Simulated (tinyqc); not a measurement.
Worked calculation: Hueckel theory of the pi electrons, for the molecule BC([CH2+])=CC(=C)O (SMILES; centres numbered as the heavy atoms are written). One step of it, computed by the program tinyqc.

Problem. Orbitals. Diagonalise; E = alpha + x beta with beta < 0, so the largest x are filled first; degenerate levels share their electrons. P = sum n_i c_ri c_si; each orbital has its largest coefficient positive (the first on a tie).

Hueckel matrix in units of beta (H = alpha + beta A), lower triangle:
```
,1B,2C,3C,4C,5C,6C,7O
1B,-1.000000
2C,0.700000,0.000000
3C,0.000000,1.000000,0.000000
4C,0.000000,1.000000,0.000000,0.000000
5C,0.000000,0.000000,0.000000,1.000000,0.000000
6C,0.000000,0.000000,0.000000,0.000000,1.000000,0.000000
7O,0.000000,0.000000,0.000000,0.000000,0.800000,0.000000,2.000000
```

pi electrons, sum of z_r less the charge = 6

Give: x values; occupations; coefficients; charge and bond-order matrix P.

Solution.

x values: 2.4294  1.6145  0.8899  0.0000  -0.6655  -1.3383  -1.9301

occupations: 2.0000  2.0000  2.0000  0.0000  0.0000  0.0000  0.0000

coefficients:
```
,MO1,MO2,MO3,MO4,MO5,MO6,MO7
1B,0.0256,0.1650,-0.1278,0.0000,0.6911,0.5525,-0.4158
2C,0.1256,0.6161,-0.3450,0.0000,0.3303,-0.2670,0.5525
3C,0.0517,0.3816,-0.3877,0.5774,-0.4963,0.1995,-0.2862
4C,0.2355,0.4977,0.1701,-0.5774,-0.2073,-0.2290,-0.4891
5C,0.4466,0.1874,0.4964,0.0000,-0.1924,0.5734,0.3915
6C,0.1838,0.1161,0.5578,0.5774,0.2891,-0.4285,-0.2028
7O,0.8320,-0.3890,-0.3577,0.0000,0.0577,-0.1374,-0.0797
```

charge and bond-order matrix P, lower triangle:
```
,1B,2C,3C,4C,5C,6C,7O
1B,0.0884
2C,0.2979,1.0288
3C,0.2276,0.7507,0.5972
4C,0.1328,0.5551,0.2723,0.6642
5C,-0.0421,0.0007,-0.1956,0.5658,0.9619
6C,-0.0948,-0.1956,-0.3249,0.3919,0.7614,0.7167
7O,0.0058,-0.0235,0.0665,-0.1169,0.2422,-0.1835,1.9429
```
